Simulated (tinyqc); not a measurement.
# Reset of a mushroom phase-change cell, hemispherical electro-thermal model, step by step

Program tinyqc, `OMP_NUM_THREADS=1 python tinyqc.py 2490065 2490066 out.jsonl`; Intel Xeon 2.30GHz, shared host, one thread, about 0.01 s. Printed values are rounded.

Current spreads from a hemispherical contact of radius r0 into a large dome with constant rho and ka: j = I/(2 pi r^2). With s = r0/r the steady rise is T - T0 = c (b s - s^2), c = I^2 rho/(8 pi^2 ka r0^2). The heat lost through the heater, (T(r0) - T0)/Rh, fixes b = (2 + g)/(1 + g), g = 1/(2 pi ka r0 Rh).

Parameters, values chosen for the exercise; values of the order of Ge-Sb-Te and related chalcogenides:
- T0 = 300 K (ambient temperature)
- Tm = 887 K (melting point)
- r0 = 13 nm (radius of the heater contact)
- rho = 1.4 mohm cm (resistivity of the hot chalcogenide)
- ka = 0.74 W/(m K) (its thermal conductivity)
- Rh = 5 K/uW (thermal resistance of the path through the heater)
- I = 1200 uA (reset current)

Range of the model: Constant properties, no latent heat, thermoelectric terms, boundary resistance or heating in the heater itself.

## Constants and melting current

The peak lies at s = b/2 with the rise c b^2/4; melting starts at the current where that equals Tm - T0, and the molten shell spans the roots of s^2 - b s + (Tm - T0)/c = 0 (s at most 1). Electrical resistance rho/(2 pi r0).

g = 3.30883
b = 1.23208
resistance = 0.171398 kohm
radius of the peak = 21.1025 nm
melting current = 1044.48 uA
power at that current = 186.984 uW

## Temperature profile and molten shell

| point | r (nm) |
|---|---|
| 0 | 13 |
| 1 | 14.9 |
| 2 | 17.6 |
| 3 | 20.8 |
| 4 | 26 |
| 5 | 33.8 |
| 6 | 45.5 |
| 7 | 65 |

As before.

c = 2041.66 K

| point | T (K) |
|---|---|
| 0 | 773.830 |
| 1 | 940.556 |
| 2 | 1044.14 |
| 3 | 1074.66 |
| 4 | 1047.33 |
| 5 | 965.474 |
| 6 | 852.044 |
| 7 | 721.431 |

peak T = 1074.82 K
inner radius of the melt = 14.1405 nm
outer radius of the melt = 41.5687 nm

The melt is a shell that starts 1.14 nm from the contact, since the heater draws heat from the interface.
